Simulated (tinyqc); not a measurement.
Worked calculation: X-ray photoelectron analysis of a thin oxide on a semiconductor: attenuation lengths, thickness, angle series and band offsets. Computed by tinyqc, a small Python program that keeps every step. Command: `OMP_NUM_THREADS=1 python tinyqc.py 3113484 3113485 out.jsonl xps walk`. One thread of a shared host (Intel(R) Xeon(R) Processor @ 2.30GHz), about 0.01 s of CPU time with the checks. Intermediate numbers are printed to about 6 digits and carried at full precision; extremes and crossings named in words are read from the listed rows.

The same element is seen in the oxide and in the substrate, at nearly the same kinetic energy; films are flat and uniform, and the work function is ignored.

Inputs (values chosen for the exercise, modelled on SiO2 on silicon):
```
quantity                                           value     unit
photon energy                                        650       eV
binding energy of the core level                    99.4       eV
oxide density                                       2.22   g/cm^3
oxide formula mass                                 60.08    g/mol
valence electrons per oxide formula                   16        -
oxide gap                                            8.8       eV
substrate density                                   2.33   g/cm^3
substrate formula mass                             28.09    g/mol
valence electrons per substrate formula                4        -
substrate gap                                       1.12       eV
oxide thickness d                                      3       nm
emission angle from the normal                        55  degrees
attenuation length over inelastic mean free path    0.85        -
carbon overlayer                                    0.42       nm
counts in the two peaks together                  700000        -
valence band offset used to make the data           4.47       eV
core level less valence band top, substrate         98.7       eV
core level less valence band top, thick oxide      98.32       eV
field in the oxide                                  0.74    MV/cm
```

## Inelastic mean free paths

TPP-2M: lambda = E/(E_p^2 [b ln(c E) - C/E + D/E^2]) in angstrom, E_p = 28.8 sqrt(N_v rho/M), b = -0.10 + 0.944/sqrt(E_p^2 + E_g^2) + 0.069 rho^0.1, c = 0.191/sqrt(rho), U = N_v rho/M, C = 1.97 - 0.91 U, D = 53.4 - 20.8 U, with E = photon energy less binding energy in eV. Attenuation length L = factor x lambda.

kinetic energy E = 550.6 eV

Terms:
```
layer      E_p (eV)          b         c  lambda (nm)
oxide       22.1444  0.0143440  0.128191      1.91626
substrate   16.5892  0.0318658  0.125128      1.51571
```

L in the oxide = 1.62882 nm

L in the substrate = 1.28836 nm

## Peak ratio

R_0 = (rho_o/M_o) L_o/((rho_s/M_s) L_s); peak ratio R = I_ox/I_sub = R_0 [exp(d/(L_o cos theta)) - 1]; hence d = L_o cos theta ln(1 + R/R_0). A carbon layer weakens both peaks alike, by exp(-d_C/(L_o cos theta)) if its L is taken equal to L_o. This R_0 leaves out intrinsic losses from the substrate peak, so calibrated values can be larger.

R_0 = 0.563193

d/(L_o cos theta) = 3.21111

ratio R = 13.4078

oxide share of the counts = 0.930593

attenuation by carbon = 0.637911

depth 3 L_o cos theta = 2.80277 nm

## Error budget of the thickness

With x = d/(L_o cos theta): d ln d/d ln R = (1 - exp(-x))/x = -d ln d/d ln R_0; counting error of R = 1/sqrt(N f (1 - f)), f the oxide share, which times the sensitivity gives that of d; an angle error adds tan(theta) d theta; d is proportional to L_o at fixed R_0. Assumed errors: 5 % in R_0, 1 degree, 5 % in L_o.

sensitivity to R = 0.298865

counting error of d = 0.140554 %

R_0 = 1.49432 %

angle = 2.49259 %

L_o = 5 %

The attenuation length is the largest of these terms.

## Angle series: uniform film or islands?

Islands: half of the surface carries 2 d and half none, R = R_0 (1/2)(1 - t)/(1/2 + t/2) with t = exp(-2 d/(L_o cos theta)); the apparent thickness is read with the uniform formula.

Against the angle:
```
theta (degrees)  R, uniform  R, islands  apparent d, islands (nm)
0                     2.989    0.535579                   1.08859
20                    3.435    0.541280                   1.03086
35                    4.772    0.550779                   0.91005
45                    7.055    0.557071                   0.79206
55                   13.408    0.561366                   0.64606
65                   43.428    0.563008                   0.47703
75                  693.184    0.563192                   0.29221
```

A uniform film gives d = 3 nm at every angle. The island film of the same volume reads 1.09 nm at normal emission and 0.292 nm at 75 degrees; its ratio cannot pass R_0, since the bare half always shows the substrate.

## Band offsets by core levels

Valence band offset = (E_core - E_v)(substrate) - (E_core - E_v)(oxide) + (core level separation at the interface, oxide less substrate). The separation is made here from the given offset; a uniform field F that raises the binding energy towards the surface shifts the oxide peak by e F <z>, <z> = d/(1 - exp(-x)) - d/x, x = d/(L_o cos theta), being the mean distance from the interface. Conduction band offset = oxide gap - substrate gap - valence band offset.

separation without field = 4.09 eV

<z> = 2.19176 nm

separation with field = 4.25219 eV

apparent valence band offset = 4.63219 eV

true conduction band offset = 3.21 eV

apparent conduction band offset = 3.04781 eV

The field biases both offsets by 0.16 eV, in opposite directions.

Checks made by the program: thickness recovered (relative difference below 1e-10).
